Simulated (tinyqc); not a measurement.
# Changing the temperature T

Model: harmonic transition-state theory with quantum, tunnelling and friction corrections. Computed by tinyqc, a small Python program. Command: `OMP_NUM_THREADS=1 python tinyqc.py 3024752 3024753 out.jsonl rates sweep`. One thread of a shared host (Intel(R) Xeon(R) Processor @ 2.30GHz), about 0.02 s of CPU time with the checks.

One atom hops between equivalent sites; three modes at the minimum and two real modes at the saddle are treated as harmonic, the rest of the crystal as unchanged; melting is ignored, so hot rows may lie above the melting point.

Inputs (values chosen for the exercise, modelled on a vacancy in silicon):
```
quantity                                value      unit
barrier E_b                             0.383        eV
imaginary frequency at the saddle nu_b   5.82       THz
jump length d                            2.35  angstrom
number of jump directions z                 4         -
```

Lattice of sites: three-dimensional.

frequencies at the minimum (THz): 6.89  7.36  11

real frequencies at the saddle (THz): 8.33  11.5

Constants: k_B = 8.617333262e-05 eV/K; h x 1 THz = 4.135667696 meV.

Method:
- Vineyard: nu* = product of minimum frequencies / product of real saddle frequencies; k_cl = nu* exp(-E_b/(k_B T)).
- Activation entropy S = k_B ln(nu* h/(k_B T)); for uncorrelated jumps D = z k d^2/6 and D0 = z nu* d^2/6; 1 angstrom^2 = 1e-16 cm^2.
- Quantum harmonic: k_q = (k_B T/h) [prod 2 sinh(x_i/2) (minimum) / prod 2 sinh(x_j/2) (saddle)] exp(-E_b/(k_B T)), x = h nu/(k_B T).
- Zero-point correction to the barrier = (h/2)(sum of saddle frequencies - sum of minimum frequencies).
- With u = h nu_b/(k_B T): Wigner factor 1 + u^2/24; parabolic barrier (Bell) (u/2)/sin(u/2), valid above T_c = h nu_b/(2 pi k_B); symmetric Eckart barrier: kappa = int_0^infinity P(E) exp(-(E - E_b)/(k_B T)) dE/(k_B T), P = (cosh 2a - 1)/(cosh 2a + cosh 2d), a = alpha sqrt(E/E_b), alpha = 2 pi E_b/(h nu_b), 2d = 2 sqrt(alpha^2 - pi^2/4).

One run for each value:
```
temperature T (K)  classical rate k_cl (1/s)  ratio k_q/k_cl  Eckart factor  classical diffusivity D (cm^2/s)
130                               8.2639e-03          1.1380         1.2262                        3.0425e-18
160                               5.0255e+00          1.0874         1.1433                        1.8502e-15
200                               1.3001e+03          1.0541         1.0896                        4.7865e-13
250                               1.1072e+05          1.0338         1.0568                        4.0762e-11
310                               3.4561e+06          1.0217         1.0369                        1.2724e-09
380                               4.8482e+07          1.0143         1.0248                        1.7849e-08
470                               4.5526e+08          1.0093         1.0164                        1.6761e-07
720                               1.2141e+10          1.0039         1.0073                        4.4700e-06
```

Give the missing row, temperature T (K) = 580.

Computed row:
```
temperature T (K)  classical rate k_cl (1/s)  ratio k_q/k_cl  Eckart factor  classical diffusivity D (cm^2/s)
580                               2.7362e+09          1.0060         1.0110                        1.0074e-06
```

Interpolating between the two neighbouring rows (the first column on a logarithmic scale, the others too where they are positive) misses most in classical diffusivity D (cm^2/s), by 16 %. Over the rows, classical rate k_cl (1/s) rises from 0.00826 to 1.21e10 (exponent d ln y / d ln x 31 between the first rows and 6.9 between the last); ratio k_q/k_cl falls from 1.14 to 1.00 (exponent d ln y / d ln x -0.22 between the first rows and -0.0098 between the last); Eckart factor falls from 1.23 to 1.01 (exponent d ln y / d ln x -0.34 between the first rows and -0.017 between the last). The apparent barrier of the corrected rate k_cl (k_q/k_cl) kappa(Eckart) is 0.376 eV between the coldest rows and 0.382 eV between the hottest, against E_b = 0.383 eV.

Caution (rows 130, 160, 200, 250, 310): h nu exceeds k_B T, so zero-point and tunnelling corrections to the classical rate matter.
